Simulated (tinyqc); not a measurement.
One level coupled to a phonon between two leads, self-consistent Born approximation: two steps of the calculation.

Wide-band leads with mu_L = +V/2 and mu_R = -V/2; phonons in equilibrium, Nq = 1/(exp(w0/kB T) - 1). Scattering links only energies that differ by w0, so a ladder E_k = E1 + k w0 closes on itself; terms that reach past its ends are dropped. Gn and Gp are the electron and hole parts of the spectral function A = Gn + Gp.

Inputs (values chosen for the exercise):

| symbol | value | unit | meaning |
|---|---|---|---|
| T | 300 | K | temperature of leads and phonons |
| ed | 97 | meV | level |
| GL | 75 | meV | coupling to the left lead |
| GR | 27 | meV | coupling to the right lead |
| V | 259 | mV | bias |

Constants: q = 1.602176634e-19 C, kB = 1.380649e-23 J/K, Vt = kB T/q. Results are converted to the units shown.

Task 1. Green functions. |G|^2 = 1/[(E - ed)^2 + (GL + GR + Sin + Sout)^2/4], Gn = |G|^2 (GL fL + GR fR + Sin), Gp = |G|^2 (GL (1 - fL) + GR (1 - fR) + Sout), f = 1/(1 + exp((E - mu)/kB T)). On a single ladder the real part of the phonon self-energy, which needs all energies, is left out.

| rung | E (meV) | Sin (meV) | Sout (meV) |
|---|---|---|---|
| 0 | -216 | 2.6529978 | 0.0067147506 |
| 1 | -96 | 12.195377 | 0.056777872 |
| 2 | 24 | 7.4396271 | 0.89257851 |
| 3 | 144 | 0.13505762 | 4.6914631 |
| 4 | 264 | 0.071534641 | 20.351356 |
| 5 | 384 | 1.6979630e-4 | 4.3601752 |

Find: Gn after iteration 1; Gp after iteration 1.

Result 1.

| rung | Gn after iteration 1 (1/meV) | Gp after iteration 1 (1/meV) |
|---|---|---|
| 0 | 0.0010301 | 9.1907e-6 |
| 1 | 0.0022952 | 5.2497e-4 |
| 2 | 0.0097064 | 0.0034719 |
| 3 | 0.0054102 | 0.015693 |
| 4 | 1.5233e-5 | 0.0038545 |
| 5 | 4.8681e-8 | 0.0012484 |

Task 2. Currents on the rungs. Spectral currents into the level: iL = GL [fL Gp - (1 - fL) Gn], iR = GR [fR Gp - (1 - fR) Gn].

| rung | converged Gn (1/meV) | converged Gp (1/meV) | fL | fR |
|---|---|---|---|---|
| 0 | 0.0010334779 | 9.1880004e-6 | 0.99999843 | 0.96597260 |
| 1 | 0.0023058592 | 5.2457615e-4 | 0.99983718 | 0.21486633 |
| 2 | 0.0096889498 | 0.0034784436 | 0.98338872 | 0.0026312931 |
| 3 | 0.0054163961 | 0.015689424 | 0.36334270 | 2.5432624e-5 |
| 4 | 1.5128224e-5 | 0.0038592719 | 0.0054716288 | 2.4518327e-7 |
| 5 | 4.8907280e-8 | 0.0012559118 | 5.3035313e-5 | 2.3636310e-9 |

Give: iL; iR; iL + iR; sum of iL.

Result 2.

| rung | iL | iR | iL + iR |
|---|---|---|---|
| 0 | 0.0007 | -0.0007 | -0.00002 |
| 1 | 0.0393 | -0.0458 | -0.00653 |
| 2 | 0.2445 | -0.2607 | -0.01619 |
| 3 | 0.1689 | -0.1462 | 0.02269 |
| 4 | 0.0005 | -0.0004 | 0.00005 |
| 5 | 0.0000 | 0.0000 | 0.00000 |

sum of iL = 0.4539

On a single rung iL + iR need not vanish (largest 0.023), since phonons move electrons between rungs; summed over the ladder it does.

Range of the model: The self-consistent Born approximation keeps only non-crossing phonon lines and no Hartree shift; it is rough once the coupling nears the phonon energy.

Program tinyqc, `OMP_NUM_THREADS=1 python tinyqc.py 2720109 2720110 out.jsonl`; Intel Xeon 2.30GHz, shared host, one thread, about 0.06 s.
